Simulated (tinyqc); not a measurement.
ROHF in the 6-311g basis, for H2-, spin multiplicity 2, step by step (part 1 of 2). The basis has no diffuse functions, so it cannot describe the extra electron: this is an exercise in the method, not the real anion. Computed by tinyqc, a small Python program that keeps every step (integrals from PySCF). Settings: charge = -1, multiplicity = 2, basis = 6-311g, energy threshold = 1e-08, iteration cap = 71, orthogonalisation = canonical, start = random, DIIS depth = 4, method = ROHF. Command: `OMP_NUM_THREADS=1 python tinyqc.py 25787 25788 out.jsonl` (the two numbers bound the seeds that draw the settings). One thread of a shared host (Intel(R) Xeon(R) Processor @ 2.60GHz), about 0.06 s of CPU time with the checks. Later iterations appear only in the table of the cycle.

## One-electron integrals

Geometry (angstrom):
```
atom         x         y         z
H     0.000000  0.000000  0.000000
H     0.000000  0.000000  1.240000
```

Basis 6-311g: exponents (1/bohr^2) and contraction coefficients of normalised primitives:
```
element  l (shell)   exponent  coefficient
H            s (1)  33.865000     0.025494
H            s (1)   5.094790     0.190373
H            s (1)   1.158790     0.852161
H            s (2)   0.325840     1.000000
H            s (3)   0.102741     1.000000
```

Overlap, kinetic and nuclear-attraction integrals over the contracted functions; the nuclear repulsion is the sum of Za Zb / Rab.

nuclear repulsion = 0.42675582 hartree

overlap S, order 1H 1s, 1H 2s, 1H 3s, 2H 1s, 2H 2s, 2H 3s:
$$\begin{pmatrix}
1.000000 & 0.706377 & 0.373664 & 0.031423 & 0.170806 & 0.221959 \\
0.706377 & 1.000000 & 0.788963 & 0.170806 & 0.408782 & 0.513792 \\
0.373664 & 0.788963 & 1.000000 & 0.221959 & 0.513792 & 0.754222 \\
0.031423 & 0.170806 & 0.221959 & 1.000000 & 0.706377 & 0.373664 \\
0.170806 & 0.408782 & 0.513792 & 0.706377 & 1.000000 & 0.788963 \\
0.221959 & 0.513792 & 0.754222 & 0.373664 & 0.788963 & 1.000000
\end{pmatrix}$$

kinetic energy T (hartree), order 1H 1s, 1H 2s, 1H 3s, 2H 1s, 2H 2s, 2H 3s:
$$\begin{pmatrix}
2.304348 & 0.549119 & 0.106346 & -0.067633 & 0.007007 & 0.041223 \\
0.549119 & 0.488760 & 0.184881 & 0.007007 & 0.080642 & 0.085973 \\
0.106346 & 0.184881 & 0.154112 & 0.041223 & 0.085973 & 0.094377 \\
-0.067633 & 0.007007 & 0.041223 & 2.304348 & 0.549119 & 0.106346 \\
0.007007 & 0.080642 & 0.085973 & 0.549119 & 0.488760 & 0.184881 \\
0.041223 & 0.085973 & 0.094377 & 0.106346 & 0.184881 & 0.154112
\end{pmatrix}$$

nuclear attraction V (hartree), order 1H 1s, 1H 2s, 1H 3s, 2H 1s, 2H 2s, 2H 3s:
$$\begin{pmatrix}
-2.537852 & -1.362162 & -0.674429 & -0.054176 & -0.316865 & -0.403591 \\
-1.362162 & -1.334472 & -0.909389 & -0.316865 & -0.571478 & -0.622934 \\
-0.674429 & -0.909389 & -0.881472 & -0.403591 & -0.622934 & -0.704766 \\
-0.054176 & -0.316865 & -0.403591 & -2.537852 & -1.362162 & -0.674429 \\
-0.316865 & -0.571478 & -0.622934 & -1.362162 & -1.334472 & -0.909389 \\
-0.403591 & -0.622934 & -0.704766 & -0.674429 & -0.909389 & -0.881472
\end{pmatrix}$$

core Hamiltonian H = T + V (hartree), order 1H 1s, 1H 2s, 1H 3s, 2H 1s, 2H 2s, 2H 3s:
$$\begin{pmatrix}
-0.233504 & -0.813043 & -0.568083 & -0.121809 & -0.309858 & -0.362368 \\
-0.813043 & -0.845712 & -0.724508 & -0.309858 & -0.490836 & -0.536960 \\
-0.568083 & -0.724508 & -0.727360 & -0.362368 & -0.536960 & -0.610389 \\
-0.121809 & -0.309858 & -0.362368 & -0.233504 & -0.813043 & -0.568083 \\
-0.309858 & -0.490836 & -0.536960 & -0.813043 & -0.845712 & -0.724508 \\
-0.362368 & -0.536960 & -0.610389 & -0.568083 & -0.724508 & -0.727360
\end{pmatrix}$$

## Two-electron integrals

Functions are numbered as in S; the eight-fold symmetry (ij|kl) = (ji|kl) = (kl|ij) leaves the list below.

Two-electron integrals (ij|kl) in chemists' order, unique and non-zero (hartree):
```
(11|11) 1.393035   (21|11) 0.822971   (21|21) 0.509703   (22|11) 0.822904
(22|21) 0.543028   (22|22) 0.644106   (31|11) 0.411256   (31|21) 0.257757
(31|22) 0.279868   (31|31) 0.130794   (32|11) 0.543681   (32|21) 0.365771
(32|22) 0.452669   (32|31) 0.189803   (32|32) 0.325140   (33|11) 0.494021
(33|21) 0.340115   (33|22) 0.445993   (33|31) 0.178035   (33|32) 0.331779
(33|33) 0.361682   (41|11) 0.025381   (41|21) 0.016994   (41|22) 0.020479
(41|31) 0.008790   (41|32) 0.014416   (41|33) 0.014171   (41|41) 0.001192
(42|11) 0.091293   (42|21) 0.063705   (42|22) 0.085078   (42|31) 0.033483
(42|32) 0.063283   (42|33) 0.067770   (42|41) 0.005082   (42|42) 0.029198
(43|11) 0.102176   (43|21) 0.071750   (43|22) 0.098147   (43|31) 0.037827
(43|32) 0.074333   (43|33) 0.082412   (43|41) 0.005659   (43|42) 0.035823
(43|43) 0.046025   (44|11) 0.426672   (44|21) 0.301109   (44|22) 0.419911
(44|31) 0.159145   (44|32) 0.322132   (44|33) 0.364071   (44|41) 0.025381
(44|42) 0.182446   (44|43) 0.241625   (44|44) 1.393035   (51|11) 0.182446
(51|21) 0.115101   (51|22) 0.126247   (51|31) 0.058514   (51|32) 0.085924
(51|33) 0.080956   (51|41) 0.005082   (51|42) 0.019390   (51|43) 0.021578
(51|44) 0.091293   (51|51) 0.029198   (52|11) 0.269577   (52|21) 0.182523
(52|22) 0.228795   (52|31) 0.094918   (52|32) 0.165299   (52|33) 0.170079
(52|41) 0.010325   (52|42) 0.049751   (52|43) 0.059173   (52|44) 0.269577
(52|51) 0.049751   (52|52) 0.107632   (53|11) 0.252591   (53|21) 0.174567
(53|22) 0.230673   (53|31) 0.091499   (53|32) 0.172133   (53|33) 0.188108
(53|41) 0.010480   (53|42) 0.057367   (53|43) 0.072219   (53|44) 0.340623
(53|51) 0.048199   (53|52) 0.116751   (53|53) 0.137890   (54|11) 0.301109
(54|21) 0.212170   (54|22) 0.294088   (54|31) 0.112045   (54|32) 0.224939
(54|33) 0.253996   (54|41) 0.016994   (54|42) 0.115101   (54|43) 0.151772
(54|44) 0.822971   (54|51) 0.063705   (54|52) 0.182523   (54|53) 0.229971
(54|54) 0.509703   (55|11) 0.419911   (55|21) 0.294088   (55|22) 0.401774
(55|31) 0.154931   (55|32) 0.305724   (55|33) 0.345561   (55|41) 0.020479
(55|42) 0.126247   (55|43) 0.165383   (55|44) 0.822904   (55|51) 0.085078
(55|52) 0.228795   (55|53) 0.286965   (55|54) 0.543028   (55|55) 0.644106
(61|11) 0.241625   (61|21) 0.151772   (61|22) 0.165383   (61|31) 0.077063
(61|32) 0.112310   (61|33) 0.105529   (61|41) 0.005659   (61|42) 0.021578
(61|43) 0.024255   (61|44) 0.102176   (61|51) 0.035823   (61|52) 0.059173
(61|53) 0.057162   (61|54) 0.071750   (61|55) 0.098147   (61|61) 0.046025
(62|11) 0.340623   (62|21) 0.229971   (62|22) 0.286965   (62|31) 0.119488
(62|32) 0.207062   (62|33) 0.212947   (62|41) 0.010480   (62|42) 0.048199
(62|43) 0.057162   (62|44) 0.252591   (62|51) 0.057367   (62|52) 0.116751
(62|53) 0.124536   (62|54) 0.174567   (62|55) 0.230673   (62|61) 0.072219
(62|62) 0.137890   (63|11) 0.342335   (63|21) 0.236652   (63|22) 0.313803
(63|31) 0.124077   (63|32) 0.235202   (63|33) 0.260489   (63|41) 0.011614
(63|42) 0.060205   (63|43) 0.075303   (63|44) 0.342335   (63|51) 0.060205
(63|52) 0.137505   (63|53) 0.160196   (63|54) 0.236652   (63|55) 0.313803
(63|61) 0.075303   (63|62) 0.160196   (63|63) 0.205743   (64|11) 0.159145
(64|21) 0.112045   (64|22) 0.154931   (64|31) 0.059148   (64|32) 0.118384
(64|33) 0.133658   (64|41) 0.008790   (64|42) 0.058514   (64|43) 0.077063
(64|44) 0.411256   (64|51) 0.033483   (64|52) 0.094918   (64|53) 0.119488
(64|54) 0.257757   (64|55) 0.279868   (64|61) 0.037827   (64|62) 0.091499
(64|63) 0.124077   (64|64) 0.130794   (65|11) 0.322132   (65|21) 0.224939
(65|22) 0.305724   (65|31) 0.118384   (65|32) 0.232430   (65|33) 0.263691
(65|41) 0.014416   (65|42) 0.085924   (65|43) 0.112310   (65|44) 0.543681
(65|51) 0.063283   (65|52) 0.165299   (65|53) 0.207062   (65|54) 0.365771
(65|55) 0.452669   (65|61) 0.074333   (65|62) 0.172133   (65|63) 0.235202
(65|64) 0.189803   (65|65) 0.325140   (66|11) 0.364071   (66|21) 0.253996
(66|22) 0.345561   (66|31) 0.133658   (66|32) 0.263691   (66|33) 0.303789
(66|41) 0.014171   (66|42) 0.080956   (66|43) 0.105529   (66|44) 0.494021
(66|51) 0.067770   (66|52) 0.170079   (66|53) 0.212947   (66|54) 0.340115
(66|55) 0.445993   (66|61) 0.082412   (66|62) 0.188108   (66|63) 0.260489
(66|64) 0.178035   (66|65) 0.331779   (66|66) 0.361682
```

## Orthogonalisation

S = U s U^T; canonical form X = U s^(-1/2), so that X^T S X = 1. Each column of U has its largest component positive (the first on a tie).

eigenvalues of S: [0.060194, 0.130152, 0.328433, 0.710686, 1.416945, 3.353589]

X, order 1H 1s, 1H 2s, 1H 3s, 2H 1s, 2H 2s, 2H 3s:
$$\begin{pmatrix}
0.721863 & -0.882557 & -0.712773 & 0.666473 & 0.461493 & 0.157270 \\
-1.822755 & 1.508845 & 0.629184 & 0.095924 & 0.346367 & 0.242465 \\
2.112567 & -0.886652 & 0.786423 & -0.500158 & 0.141159 & 0.256068 \\
-0.721863 & -0.882557 & 0.712773 & 0.666473 & -0.461493 & 0.157270 \\
1.822755 & 1.508845 & -0.629184 & 0.095924 & -0.346367 & 0.242465 \\
-2.112567 & -0.886652 & -0.786423 & -0.500158 & -0.141159 & 0.256068
\end{pmatrix}$$

## Starting guess

The start is random orthonormal orbitals; D(s) = C_occ C_occ^T for each spin.

D(alpha) at the start, order 1H 1s, 1H 2s, 1H 3s, 2H 1s, 2H 2s, 2H 3s:
$$\begin{pmatrix}
0.669309 & -1.337278 & 0.262585 & -0.337322 & 0.964491 & -0.457890 \\
-1.337278 & 2.952188 & -0.929557 & 0.954469 & -1.795964 & 1.213432 \\
0.262585 & -0.929557 & 0.687921 & -0.537528 & 0.189035 & -0.610929 \\
-0.337322 & 0.954469 & -0.537528 & 0.450698 & -0.354913 & 0.529543 \\
0.964491 & -1.795964 & 0.189035 & -0.354913 & 1.451159 & -0.520204 \\
-0.457890 & 1.213432 & -0.610929 & 0.529543 & -0.520204 & 0.631272
\end{pmatrix}$$

D(beta) at the start, order 1H 1s, 1H 2s, 1H 3s, 2H 1s, 2H 2s, 2H 3s:
$$\begin{pmatrix}
0.668014 & -1.315654 & 0.234579 & -0.317620 & 0.971527 & -0.436727 \\
-1.315654 & 2.591181 & -0.462003 & 0.625553 & -1.913423 & 0.860134 \\
0.234579 & -0.462003 & 0.082374 & -0.111535 & 0.341160 & -0.153361 \\
-0.317620 & 0.625553 & -0.111535 & 0.151018 & -0.461931 & 0.207650 \\
0.971527 & -1.913423 & 0.341160 & -0.461931 & 1.412942 & -0.635155 \\
-0.436727 & 0.860134 & -0.153361 & 0.207650 & -0.635155 & 0.285519
\end{pmatrix}$$

## Iteration 1: building the Fock matrix

J_ij = sum D_kl (ij|kl) with D = D(alpha) + D(beta), K_ij = sum D_kl (ik|jl) for each spin; F = H + J - K(s); E = tr D H + tr D J / 2 - 0.5 sum_s tr D(s) K(s) + E_nn.

Coulomb J (hartree), order 1H 1s, 1H 2s, 1H 3s, 2H 1s, 2H 2s, 2H 3s:
$$\begin{pmatrix}
1.679865 & 1.144834 & 0.597953 & 0.052563 & 0.277785 & 0.356566 \\
1.144834 & 1.478681 & 1.087995 & 0.285516 & 0.611874 & 0.719904 \\
0.597953 & 1.087995 & 1.156602 & 0.361931 & 0.701001 & 0.882807 \\
0.052563 & 0.285516 & 0.361931 & 1.782221 & 1.167349 & 0.602526 \\
0.277785 & 0.611874 & 0.701001 & 1.167349 & 1.421170 & 1.031249 \\
0.356566 & 0.719904 & 0.882807 & 0.602526 & 1.031249 & 1.095412
\end{pmatrix}$$

exchange K(alpha) (hartree), order 1H 1s, 1H 2s, 1H 3s, 2H 1s, 2H 2s, 2H 3s:
$$\begin{pmatrix}
0.119248 & 0.160015 & 0.116701 & 0.110706 & 0.121343 & 0.106744 \\
0.160015 & 0.392154 & 0.318059 & 0.233432 & 0.233473 & 0.239746 \\
0.116701 & 0.318059 & 0.273815 & 0.245025 & 0.236193 & 0.224463 \\
0.110706 & 0.233432 & 0.245025 & 0.862638 & 0.677872 & 0.415117 \\
0.121343 & 0.233473 & 0.236193 & 0.677872 & 0.607199 & 0.392757 \\
0.106744 & 0.239746 & 0.224463 & 0.415117 & 0.392757 & 0.288263
\end{pmatrix}$$

exchange K(beta) (hartree), order 1H 1s, 1H 2s, 1H 3s, 2H 1s, 2H 2s, 2H 3s:
$$\begin{pmatrix}
0.041620 & 0.066535 & 0.050339 & -0.001671 & 0.002309 & 0.020607 \\
0.066535 & 0.255341 & 0.207640 & -0.006655 & 0.004482 & 0.083350 \\
0.050339 & 0.207640 & 0.173105 & -0.002898 & 0.009875 & 0.073207 \\
-0.001671 & -0.006655 & -0.002898 & 0.011065 & 0.015612 & 0.006936 \\
0.002309 & 0.004482 & 0.009875 & 0.015612 & 0.036377 & 0.023911 \\
0.020607 & 0.083350 & 0.073207 & 0.006936 & 0.023911 & 0.042487
\end{pmatrix}$$

F(alpha) (hartree), order 1H 1s, 1H 2s, 1H 3s, 2H 1s, 2H 2s, 2H 3s:
$$\begin{pmatrix}
1.327113 & 0.171776 & -0.086831 & -0.179952 & -0.153416 & -0.112546 \\
0.171776 & 0.240815 & 0.045428 & -0.257774 & -0.112435 & -0.056803 \\
-0.086831 & 0.045428 & 0.155427 & -0.245461 & -0.072153 & 0.047955 \\
-0.179952 & -0.257774 & -0.245461 & 0.686079 & -0.323565 & -0.380673 \\
-0.153416 & -0.112435 & -0.072153 & -0.323565 & -0.031741 & -0.086017 \\
-0.112546 & -0.056803 & 0.047955 & -0.380673 & -0.086017 & 0.079789
\end{pmatrix}$$

F(beta) (hartree), order 1H 1s, 1H 2s, 1H 3s, 2H 1s, 2H 2s, 2H 3s:
$$\begin{pmatrix}
1.404741 & 0.265256 & -0.020469 & -0.067576 & -0.034381 & -0.026408 \\
0.265256 & 0.377628 & 0.155847 & -0.017688 & 0.116555 & 0.099593 \\
-0.020469 & 0.155847 & 0.256137 & 0.002461 & 0.154166 & 0.199211 \\
-0.067576 & -0.017688 & 0.002461 & 1.537652 & 0.338695 & 0.027508 \\
-0.034381 & 0.116555 & 0.154166 & 0.338695 & 0.539081 & 0.282829 \\
-0.026408 & 0.099593 & 0.199211 & 0.027508 & 0.282829 & 0.325565
\end{pmatrix}$$

total energy of this density = 1.67807609 hartree

## Iteration 1: Roothaan effective Fock matrix

With projectors Pc = D(beta) S, Po = (D(alpha) - D(beta)) S, Pv = 1 - D(alpha) S, the block xy is Px^T F Py; with Fc = (F(alpha) + F(beta))/2, the blocks are Fc for cc, oo, vv and cv, F(beta) for co and F(alpha) for ov.

effective F (hartree), order 1H 1s, 1H 2s, 1H 3s, 2H 1s, 2H 2s, 2H 3s:
$$\begin{pmatrix}
1.385333 & 0.241251 & -0.042144 & -0.116231 & -0.060201 & -0.035314 \\
0.241251 & 0.332810 & 0.109081 & -0.148921 & 0.030460 & 0.056733 \\
-0.042144 & 0.109081 & 0.204277 & -0.150130 & 0.042669 & 0.136092 \\
-0.116231 & -0.148921 & -0.150130 & 0.983232 & -0.052164 & -0.194110 \\
-0.060201 & 0.030460 & 0.042669 & -0.052164 & 0.271890 & 0.140689 \\
-0.035314 & 0.056733 & 0.136092 & -0.194110 & 0.140689 & 0.255613
\end{pmatrix}$$

## Iteration 1: diagonalisation and new density

Diagonalise F' = X^T F X, C = X C', fill 2 alpha and 1 beta electrons from the bottom; D(s) = C_occ C_occ^T. Each column has its largest component positive (the first on a tie).

F' = X^T F X (hartree):
$$\begin{pmatrix}
1.638829 & 0.003990 & -0.919868 & -0.054427 & 0.360375 & 0.045610 \\
0.003990 & 2.213832 & -0.079652 & -1.084076 & -0.040125 & -0.005710 \\
-0.919868 & -0.079652 & 1.501398 & 0.009216 & -0.657937 & -0.147538 \\
-0.054427 & -1.084076 & 0.009216 & 1.383159 & 0.137830 & 0.069514 \\
0.360375 & -0.040125 & -0.657937 & 0.137830 & 0.758321 & 0.115586 \\
0.045610 & -0.005710 & -0.147538 & 0.069514 & 0.115586 & 0.147834
\end{pmatrix}$$

orbital energies (hartree): MO1 0.120486, MO2 0.329617, MO3 0.598566, MO4 0.865938, MO5 2.757613, MO6 2.971154

coefficients C, order 1H 1s, 1H 2s, 1H 3s, 2H 1s, 2H 2s, 2H 3s:
$$\begin{pmatrix}
0.061094 & 0.023135 & -0.027175 & -0.031214 & -1.260332 & -0.946318 \\
0.121700 & 0.219917 & -0.377196 & -1.588841 & 1.612162 & 0.924092 \\
0.456839 & 1.082077 & -0.060388 & 1.943405 & -0.970000 & -0.319759 \\
0.213811 & -0.133910 & -0.071615 & 0.007607 & 0.937286 & -1.242013 \\
0.246903 & -0.350828 & -1.301314 & 0.678141 & -1.349162 & 1.423133 \\
0.174838 & -0.873746 & 1.690016 & -1.233360 & 0.841896 & -0.568406
\end{pmatrix}$$

D(alpha) after iteration 1, order 1H 1s, 1H 2s, 1H 3s, 2H 1s, 2H 2s, 2H 3s:
$$\begin{pmatrix}
0.004268 & 0.012523 & 0.052944 & 0.009965 & 0.006968 & -0.009532 \\
0.012523 & 0.063174 & 0.293564 & -0.003428 & -0.047105 & -0.170874 \\
0.052944 & 0.293564 & 1.379593 & -0.047224 & -0.266828 & -0.865588 \\
0.009965 & -0.003428 & -0.047224 & 0.063647 & 0.099770 & 0.154386 \\
0.006968 & -0.047105 & -0.266828 & 0.099770 & 0.184042 & 0.349703 \\
-0.009532 & -0.170874 & -0.865588 & 0.154386 & 0.349703 & 0.794001
\end{pmatrix}$$

D(beta) after iteration 1, order 1H 1s, 1H 2s, 1H 3s, 2H 1s, 2H 2s, 2H 3s:
$$\begin{pmatrix}
0.003732 & 0.007435 & 0.027910 & 0.013063 & 0.015084 & 0.010682 \\
0.007435 & 0.014811 & 0.055597 & 0.026021 & 0.030048 & 0.021278 \\
0.027910 & 0.055597 & 0.208702 & 0.097677 & 0.112795 & 0.079873 \\
0.013063 & 0.026021 & 0.097677 & 0.045715 & 0.052791 & 0.037382 \\
0.015084 & 0.030048 & 0.112795 & 0.052791 & 0.060961 & 0.043168 \\
0.010682 & 0.021278 & 0.079873 & 0.037382 & 0.043168 & 0.030568
\end{pmatrix}$$

## Iteration 2: building the Fock matrix

As before.

Coulomb J (hartree), order 1H 1s, 1H 2s, 1H 3s, 2H 1s, 2H 2s, 2H 3s:
$$\begin{pmatrix}
1.492083 & 1.021096 & 0.533675 & 0.051962 & 0.259000 & 0.323172 \\
1.021096 & 1.329689 & 0.988041 & 0.287541 & 0.596333 & 0.675066 \\
0.533675 & 0.988041 & 1.077214 & 0.366156 & 0.699752 & 0.856818 \\
0.051962 & 0.287541 & 0.366156 & 1.784860 & 1.180797 & 0.610633 \\
0.259000 & 0.596333 & 0.699752 & 1.180797 & 1.447065 & 1.047796 \\
0.323172 & 0.675066 & 0.856818 & 0.610633 & 1.047796 & 1.103654
\end{pmatrix}$$

exchange K(alpha) (hartree), order 1H 1s, 1H 2s, 1H 3s, 2H 1s, 2H 2s, 2H 3s:
$$\begin{pmatrix}
0.274040 & 0.329332 & 0.267827 & 0.056960 & 0.118178 & 0.158696 \\
0.329332 & 0.473721 & 0.427670 & 0.165830 & 0.251524 & 0.290378 \\
0.267827 & 0.427670 & 0.423282 & 0.226935 & 0.312395 & 0.330730 \\
0.056960 & 0.165830 & 0.226935 & 0.576160 & 0.549627 & 0.387044 \\
0.118178 & 0.251524 & 0.312395 & 0.549627 & 0.607724 & 0.471231 \\
0.158696 & 0.290378 & 0.330730 & 0.387044 & 0.471231 & 0.407722
\end{pmatrix}$$

exchange K(beta) (hartree), order 1H 1s, 1H 2s, 1H 3s, 2H 1s, 2H 2s, 2H 3s:
$$\begin{pmatrix}
0.164012 & 0.208118 & 0.181553 & 0.106861 & 0.157541 & 0.157046 \\
0.208118 & 0.314376 & 0.299576 & 0.210714 & 0.287136 & 0.275620 \\
0.181553 & 0.299576 & 0.305093 & 0.233678 & 0.310059 & 0.294244 \\
0.106861 & 0.210714 & 0.233678 & 0.367079 & 0.365667 & 0.280860 \\
0.157541 & 0.287136 & 0.310059 & 0.365667 & 0.421767 & 0.351562 \\
0.157046 & 0.275620 & 0.294244 & 0.280860 & 0.351562 & 0.314107
\end{pmatrix}$$

F(alpha) (hartree), order 1H 1s, 1H 2s, 1H 3s, 2H 1s, 2H 2s, 2H 3s:
$$\begin{pmatrix}
0.984539 & -0.121279 & -0.302234 & -0.126807 & -0.169036 & -0.197892 \\
-0.121279 & 0.010256 & -0.164137 & -0.188146 & -0.146027 & -0.152272 \\
-0.302234 & -0.164137 & -0.073428 & -0.223146 & -0.149603 & -0.084302 \\
-0.126807 & -0.188146 & -0.223146 & 0.975196 & -0.181872 & -0.344494 \\
-0.169036 & -0.146027 & -0.149603 & -0.181872 & -0.006371 & -0.147943 \\
-0.197892 & -0.152272 & -0.084302 & -0.344494 & -0.147943 & -0.031427
\end{pmatrix}$$

F(beta) (hartree), order 1H 1s, 1H 2s, 1H 3s, 2H 1s, 2H 2s, 2H 3s:
$$\begin{pmatrix}
1.094567 & -0.000064 & -0.215961 & -0.176708 & -0.208399 & -0.196242 \\
-0.000064 & 0.169601 & -0.036043 & -0.233031 & -0.181638 & -0.137515 \\
-0.215961 & -0.036043 & 0.044761 & -0.229890 & -0.147267 & -0.047816 \\
-0.176708 & -0.233031 & -0.229890 & 1.184277 & 0.002088 & -0.238310 \\
-0.208399 & -0.181638 & -0.147267 & 0.002088 & 0.179587 & -0.028274 \\
-0.196242 & -0.137515 & -0.047816 & -0.238310 & -0.028274 & 0.062187
\end{pmatrix}$$

total energy of this density = -0.92219486 hartree

## Iteration 2: Roothaan effective Fock matrix

As before.

effective F (hartree), order 1H 1s, 1H 2s, 1H 3s, 2H 1s, 2H 2s, 2H 3s:
$$\begin{pmatrix}
1.026024 & -0.077500 & -0.270759 & -0.138902 & -0.180178 & -0.197661 \\
-0.077500 & 0.069640 & -0.113548 & -0.195700 & -0.155755 & -0.148182 \\
-0.270759 & -0.113548 & -0.022679 & -0.217231 & -0.145218 & -0.070723 \\
-0.138902 & -0.195700 & -0.217231 & 1.069406 & -0.093653 & -0.286475 \\
-0.180178 & -0.155755 & -0.145218 & -0.093653 & 0.091276 & -0.077655 \\
-0.197661 & -0.148182 & -0.070723 & -0.286475 & -0.077655 & 0.025454
\end{pmatrix}$$

## Iteration 2: DIIS over 2 matrices

error matrix X^T (FDS - SDF) X:
$$\begin{pmatrix}
0.000000 & -0.006944 & -0.083062 & 0.037285 & -0.042911 & -0.088253 \\
0.006944 & 0.000000 & 0.053020 & -0.011467 & 0.055503 & -0.040217 \\
0.083062 & -0.053020 & 0.000000 & 0.029991 & 0.056049 & 0.281237 \\
-0.037285 & 0.011467 & -0.029991 & 0.000000 & -0.094257 & -0.011859 \\
0.042911 & -0.055503 & -0.056049 & 0.094257 & 0.000000 & -0.220615 \\
0.088253 & 0.040217 & -0.281237 & 0.011859 & 0.220615 & 0.000000
\end{pmatrix}$$

B (overlaps of the stored error matrices):
$$\begin{pmatrix}
1.1292886e+01 & 1.3243521e+00 \\
1.3243521e+00 & 3.3287835e-01
\end{pmatrix}$$

Minimise |sum c_i e_i|^2 with sum c_i = 1: solve [B -1; -1 0][c; lambda] = [0; -1] with B_ij = tr e_i^T e_j, and take F = sum c_i F_i.

DIIS coefficients: [-0.110445, 1.110445]

extrapolated F (hartree), order 1H 1s, 1H 2s, 1H 3s, 2H 1s, 2H 2s, 2H 3s:
$$\begin{pmatrix}
0.986340 & -0.112704 & -0.296009 & -0.141406 & -0.193429 & -0.215592 \\
-0.112704 & 0.040574 & -0.138136 & -0.200866 & -0.176322 & -0.170814 \\
-0.296009 & -0.138136 & -0.047745 & -0.224642 & -0.165969 & -0.093565 \\
-0.141406 & -0.200866 & -0.224642 & 1.078924 & -0.098235 & -0.296676 \\
-0.193429 & -0.176322 & -0.165969 & -0.098235 & 0.071328 & -0.101770 \\
-0.215592 & -0.170814 & -0.093565 & -0.296676 & -0.101770 & 0.000034
\end{pmatrix}$$
